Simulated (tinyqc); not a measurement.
## Depth and level of a trap from the time ratio

Problem. For an oxide trap tc/te = exp(E/Vt) with E = E0 - dpsi - (xt/tox)(Vg - VT - dpsi), dpsi being the rise of the surface potential above its value at threshold. Find xt and E0, and the depth that would be read if dpsi were ignored.

Parameters, values chosen for the exercise:
- T = 200 K (temperature)
- tox = 4.2 nm (insulator thickness)

Constants: q = 1.602176634e-19 C, kB = 1.380649e-23 J/K, Vt = kB T/q. Results are converted to the units shown.

Vg - VT (V): 0.74  0.89
tc/te: 2.9607615  0.14253271
dpsi (V): 0.066939038  0.070364446

Solution. E + dpsi is a straight line in the oxide voltage Vg - VT - dpsi with slope -xt/tox and intercept E0. Ignoring dpsi assigns the motion of the bands to the trap and overstates its depth.

xt = 1.400 nm
E0 = 0.3100 eV
depth read without dpsi = 1.464 nm

tinyqc, about 0.01 s, one thread, Intel Xeon 2.30GHz (shared host): `OMP_NUM_THREADS=1 python tinyqc.py 2710096 2710097 out.jsonl`
